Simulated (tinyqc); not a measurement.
Thermal displacements in the Debye model: Debye-Waller factors, bond-length spread and the Lindemann rule: one step, computed by the program tinyqc.

A Debye spectrum with three branches of one velocity, cut at k_B Theta; 4 atoms per cube, nearest neighbours at d = 0.707107 a.

Question. Loss of Bragg intensity. G = 2 pi sqrt(h^2 + k^2 + l^2)/a; the intensity is multiplied by exp(-2W), 2W = G^2 <u_x^2>; the loss goes into thermal diffuse scattering.

Inputs (values chosen for the exercise, modelled on nickel): Debye temperature Theta = 390 K; lattice constant a = 3.524 angstrom; temperature T = 300 K.

Structure: fcc.

reflection (h k l): [2, 0, 0]

<u_x^2> = 0.005116497 angstrom^2

Give: |G|; 2W; intensity factor exp(-2W).

Answer.

|G| = 3.5659 1/angstrom

2W = 0.065061

intensity factor exp(-2W) = 0.93701
